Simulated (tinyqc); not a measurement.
Inside a calculation. Model: AlGaN/GaN HEMT with access regions, lumped model.

Program tinyqc, `OMP_NUM_THREADS=1 python tinyqc.py 2570167 2570168 out.jsonl`; Intel Xeon 2.30GHz, shared host, one thread, about 0.05 s. Printed values are rounded.

A polarisation-induced electron sheet under a Schottky gate, in series with two ungated access regions and contacts. Drift law v = mu E/(1 + mu E/vs) under the gate. Currents in mA/mm, resistances in ohm mm. No self-heating, no channel-length modulation; fits for polarisation, barrier and offset are chosen for the exercise.

Parameters, values chosen for the exercise; values close to those of AlGaN/GaN structures:
- x = 0.34 (aluminium share of the barrier)
- d = 30 nm (barrier thickness)
- eps_r = 9 (relative permittivity of barrier and channel)
- mu = 1400 cm^2/(V s) (channel mobility)
- vs = 1.5e7 cm/s (saturation velocity)
- Lg = 1 um (gate length)
- Ls = 1.5 um (source access length)
- Ld = 4 um (drain access length)
- Rc = 0.28 ohm mm (resistance of each contact)
- ft = 0.27 (share of the drain-access electrons removed by traps)
- Vg = 0.5 V (gate voltage)
- Vd = 2 V (drain voltage)
- Ec = 3 MV/cm (critical field)
- te = 0.43 um (depth over which the depleted charge spreads)
- tf = 100 nm (insulator under the field plate)
- ei = 7.5 (relative permittivity of that insulator)

Constants: q = 1.602176634e-19 C, eps0 = 8.8541878128e-14 F/cm where lengths are in cm. Results are converted to the units shown.

## Polarisation charge, threshold and sheet resistance

sigma = (5e13 x + 1.6e13 x^2) cm^-2, phiB = 0.84 + 1.3 x, dEc = 0.7 (1.71 x + x^2) in volts, Cb = eps0 eps_r/d, VT = phiB - dEc - q sigma/Cb, access density n0 = -Cb VT/q. Rsh = 1/(q mu n0); largest access current q n0 vs.

sigma = 1.88496e13 cm^-2
Cb = 0.265626 uF/cm^2
VT = -10.5754 V
n0 = 1.75331e13 cm^-2
Rsh = 254.275 ohm
q n0 vs = 4213.66 mA/mm

## Iteration 1: drain current

I at the start = 590 mA/mm

Access resistance R(L, n) = L/(q mu n sqrt(1 - (I/(q n vs))^2)); Rs = Rc + R(Ls, n0), Rd = Rc + R(Ld, (1 - ft) n0). Vg' = Vg - I Rs, Vd' = Vd - I (Rs + Rd); with u = Vg' - VT, Vc = vs Lg/mu and w the smaller of Vd' and Vc [sqrt(1 + 2 u/Vc) - 1] (0 if negative), the channel gives (mu Cb/Lg)(u w - w^2/2)/(1 + w/Vc). I(new) = I + 0.2 (channel current - I).

Rs = 0.665208 ohm mm
Rd = 1.69965 ohm mm
Vg' = 0.107528 V
Vd' = 0.604735 V
channel current = 1492.22 mA/mm
I after iteration 1 = 770.443 mA/mm

## Iteration 2: drain current

As before.

Rs = 0.667953 ohm mm
Rd = 1.71916 ohm mm
Vg' = -0.0146199 V
Vd' = 0.160862 V
channel current = 545.103 mA/mm
I after iteration 2 = 725.375 mA/mm

## Course of the iteration: drain current

Stop when I changes by less than 1e-6 mA/mm, or after 60 iterations. I must stay below q (1 - ft) n0 vs.

Course of the iteration:
```
iteration  I (mA/mm)  |change| (mA/mm)
1            770.443               180
2            725.375              45.1
3            749.448              24.1
4            737.999              11.4
5            743.821              5.82
6            740.949              2.87
7            742.388              1.44
8            741.672             0.716
9            742.029             0.357
...              ...               ...
20           741.911           1.69e-4
21           741.911           8.43e-5
22           741.911           4.20e-5
23           741.911           2.10e-5
24           741.911           1.04e-5
25           741.911           5.21e-6
26           741.911           2.60e-6
27           741.911           1.29e-6
28           741.911           6.46e-7
```

Converged in 28 iterations. At the end each change is about 0.50 times the one before, with alternating sign: linear convergence. Of Vd, 11.6 % reaches the channel; the access current is 24 % of its limit.

## On-resistance and breakdown

sigma = (5e13 x + 1.6e13 x^2) cm^-2, phiB = 0.84 + 1.3 x, dEc = 0.7 (1.71 x + x^2) in volts, Cb = eps0 eps_r/d, VT = phiB - dEc - q sigma/Cb, access density n0 = -Cb VT/q. Ron = 2 Rc + Ls/(q mu n0) + Ld/(q mu (1 - ft) n0) + Lg/(mu Cb (Vg - VT)). Off state: a depleted stretch that holds the voltage V has the peak field sqrt(k V), k = 2 q n0/(eps0 eps_r te), so one edge holds V1 = Ec^2/k. The sheet under the plate pinches off at Vf = q n0 (1/Cb + tf/(eps0 ei)); beyond it the gate edge is screened. BV = V1 if Vf >= V1, else Vf + V1, and at most Ec Ld. Specific resistance Ron (Ls + Lg + Ld); figure of merit BV^2 over it.

Ron = 2.57750 ohm mm
Vf = 52.8772 V
V1 = 54.8914 V
BV = 107.769 V
specific resistance = 0.167537 mohm cm^2
figure of merit = 69.3222 MW/cm^2

The plate raises BV by a factor of 1.96.
